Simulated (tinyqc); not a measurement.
Moments against temperature: two-sublattice mean-field magnet: ferrimagnet, compensation points and susceptibility. Computed by tinyqc, a small Python program. Command: `OMP_NUM_THREADS=1 python tinyqc.py 3030636 3030637 out.jsonl ferri walk`. One thread of a shared host (Intel(R) Xeon(R) Processor @ 2.30GHz), about 0.01 s of CPU time with the checks.

A random alloy A(1-x)B(x) with H = -sum over pairs J S_i.S_j. a = <S_A> and b = <S_B> are taken along z, a > 0. Exchange fields: h_A = (1 - x) zJ_AA a + x zJ_AB b, h_B = (1 - x) zJ_AB a + x zJ_BB b; a = S_A B_(S_A)(S_A h_A/(k_B T)) and likewise for b, with the Brillouin function B_S(y) = [(2S + 1)/(2S)] coth[(2S + 1) y/(2S)] - [1/(2S)] coth[y/(2S)].

Inputs (values chosen for the exercise, for a model ferrimagnet):
```
quantity               value  unit
spin S_A                   1     -
spin S_B                 2.5     -
g factor g_A             2.1     -
g factor g_B               2     -
fraction x of B sites   0.23     -
z J_AA                  59.2   meV
z J_BB                   2.4   meV
z J_AB                  -7.7   meV
T over T_c              0.18     -
```

Constants: k_B = 8.617333262e-05 eV/K.

Method:
- Linearised, T (a, b) = M (a, b) with M_ij = S_i (S_i + 1) c_j zJ_ij/(3 k_B), c_A = 1 - x, c_B = x. T_c is the larger eigenvalue, and its eigenvector gives b/a at onset, (T_c - M_AA)/M_AB.
- Repeat from a = S_A, b = -S_B until a and b change by less than 1e-10.
- Net moment m = (1 - x) g_A a + x g_B b in mu_B per site; net spin s = (1 - x) a + x b.

T_c = 360.693 K

Sublattices:
```
T/T_c   T (K)   a/S_A   -b/S_B  m (mu_B)
0.05    18.03  1.0000  0.99633    0.4712
0.15    54.10  1.0000  0.89042    0.5930
0.30   108.21  0.9943  0.65818    0.8509
0.45   162.31  0.9611  0.47241    1.0109
0.60   216.42  0.8849  0.33826    1.0418
0.72   259.70  0.7821  0.25225    0.9745
0.84   302.98  0.6215  0.17294    0.8062
0.92   331.84  0.4534  0.11546    0.6003
0.97   349.87  0.2828  0.06840    0.3787
```

What does the comparison show, and why?

At 0.45 T_c A keeps 0.96 and B 0.47 of saturation. |m| first rises, to 1.042 at 0.6 T_c, because the minority sublattice falls faster (type P).
